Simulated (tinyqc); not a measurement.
Threshold-voltage variability of a planar MOSFET, analytic estimates: two steps of the calculation.

Three independent sources add in quadrature: random dopants in the depleted layer, metal-gate grains of two orientations, and roughness of the two gate edges acting through the roll-off VT = VT(long) - Vr exp(-L/l). These are first-order estimates: no three-dimensional electrostatics, no percolation.

Inputs (values chosen for the exercise); material values close to those of silicon: temperature T = 350 K; gate length L = 20 nm; gate width W = 24 nm; metal grain size G = 4 nm; work-function difference of the two grain orientations dW = 0.3 eV; share of the orientation of higher work function p = 0.6; rms roughness of one gate edge De = 1.5 nm; correlation length of the roughness La = 30 nm; decay length of the threshold roll-off l = 5.6 nm; prefactor of the roll-off Vr = 1.9 V; subthreshold factor n = 1.13; gm/I of a matched pair gI = 5 1/V; spread of the gain factor of one device sb = 2.9 %.

Constants: q = 1.602176634e-19 C, kB = 1.380649e-23 J/K, Vt = kB T/q. Results are converted to the units shown.

Question 1. Metal grains and edge roughness. Grains: Ng = L W/G^2 (at least 1), s2 = dW sqrt(p (1 - p)/Ng). Edges, with exponential correlation and u = W/La: the mean gate length has sL^2 = 2 De^2 (2/u)[1 - (1 - exp(-u))/u]; s3 = sL (Vr/l) exp(-L/l).

Wanted: Ng; s2; sL; dVT/dL; s3.

Answer 1.

Ng = 30.000
s2 = 26.833 mV
sL = 1.8725 nm
dVT/dL = 9.5392 mV/nm
s3 = 17.862 mV

Question 2. Total spread, mismatch and leakage. s = sqrt(s1^2 + s2^2 + s3^2). For a pair: s(dVT) = sqrt(2) s; current mismatch sqrt(2) sqrt((gI s)^2 + sb^2); input offset = current mismatch/gI. For a Gaussian VT the off current is log-normal with mean/median = exp(s^2/(2 (n Vt)^2)).

s1 = 42.957890 mV
s2 = 26.832816 mV
s3 = 17.862058 mV

Give: s; s(dVT); current mismatch; input offset; mean/median of Ioff.

Answer 2.

s = 53.707 mV
s(dVT) = 75.953 mV
current mismatch = 38.197 %
input offset = 76.395 mV
mean/median of Ioff = 3.4612

Program tinyqc, `OMP_NUM_THREADS=1 python tinyqc.py 2090151 2090152 out.jsonl`; Intel Xeon 2.30GHz, shared host, one thread, about 0.01 s.
